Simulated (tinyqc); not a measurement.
Lattice sites along [110]: pair of shallow donors (hydrogen-like orbitals).

Each donor has the orbital exp(-r/a); energy unit Ha* = q/(eps a), q = e^2/(4 pi eps0), so that a lone donor is bound by Ha*/2; x = R/a. One electron: S = (1 + x + x^2/3) exp(-x), j = 1/x - (1 + 1/x) exp(-2x), k = (1 + x) exp(-x); levels E(+/-) = -1/2 - (j +/- k)/(1 +/- S) in Ha*, without the repulsion of the ions, split by D = |E(-) - E(+)|. In six valleys the overlaps S and k are multiplied by v = [cos(K Rx) + cos(K Ry) + cos(K Rz)]/3, K = k0 (2 pi/a_lat), for isotropic envelopes and the symmetric valley state.

Two electrons, Heitler-London: with S' = (1 - x + x^2/3) exp(x), C = 1/x - exp(-2x)(1/x + 11/8 + 3x/4 + x^2/6), X = (1/5){exp(-2x)(25/8 - 23x/4 - 3x^2 - x^3/3) + (6/x)[S^2 (0.5772157 + ln x) + S'^2 Ei(-4x) - 2 S S' Ei(-2x)]}, Q = C - 2j + 1/x and A = X - 2 S k + S^2/x, the singlet and triplet lie at (Q +/- w A)/(1 +/- w S^2) from two lone donors, with the valley weight w = v^2; the exchange is J = triplet - singlet.

Constants: e^2/(4 pi eps0) = 14.39964547 eV angstrom.

Values chosen for the exercise (near those of two donors in Si; not measured data):
- a = 15.9 angstrom (orbital radius)
- eps = 11.2 (dielectric constant)
- a_lat = 5.431 angstrom (lattice constant)
- k0 = 0.847 2 pi/a_lat (valley position)
- sites = ((9.5, 9.5, 0), (10, 10, 0), (10.5, 10.5, 0), (11, 11, 0), (11.5, 11.5, 0), (12, 12, 0), (12.5, 12.5, 0), (13, 13, 0), (13.5, 13.5, 0), (14, 14, 0)) a_lat (positions of the second donor)

D and J for each site, and for v = 1.

Cases:
```
site
(9.5, 9.5, 0)
(10, 10, 0)
(10.5, 10.5, 0)
(11, 11, 0)
(11.5, 11.5, 0)
(12, 12, 0)
(12.5, 12.5, 0)
(13, 13, 0)
(13.5, 13.5, 0)
(14, 14, 0)
```

Rank the cases by J (micro-eV), lowest first.

Answer: (11, 11, 0), (13.5, 13.5, 0), (12.5, 12.5, 0), (14, 14, 0), (11.5, 11.5, 0), (13, 13, 0), (12, 12, 0), (10, 10, 0), (10.5, 10.5, 0), (9.5, 9.5, 0).

Results:
```
site             R (angstrom)       v  D (meV)  J (micro-eV)  J for v = 1
(9.5, 9.5, 0)            73.0   0.972     4.61           639          677
(10, 10, 0)              76.8  -0.322     1.25          48.3          468
(10.5, 10.5, 0)          80.6   0.856     2.78           236          321
(11, 11, 0)              84.5   0.061    0.163         0.815          220
(11.5, 11.5, 0)          88.3   0.294    0.647          12.9          150
(12, 12, 0)              92.2   0.676     1.23          46.4          101
(12.5, 12.5, 0)          96.0  -0.235    0.350          3.78         68.5
(13, 13, 0)              99.8   0.998     1.22          45.9         46.1
(13.5, 13.5, 0)         103.7  -0.278    0.277          2.38         30.9
(14, 14, 0)             107.5   0.752    0.613          11.7         20.7
```

Over these sites the envelope alone changes J by a factor 32.8, and the valley factor v^2 by 269; J runs from 0.815 at (11, 11, 0) to 639 micro-eV at (9.5, 9.5, 0). Along [110] only two valleys keep their phase, so v = (1 + 2 cos)/3 can pass through zero. J does not fall steadily with distance.

(tinyqc, `OMP_NUM_THREADS=1 python tinyqc.py 1252041 1252042 out.jsonl`, Intel(R) Xeon(R) Processor @ 2.30GHz, 1 thread, shared host, about 0.01 s.)
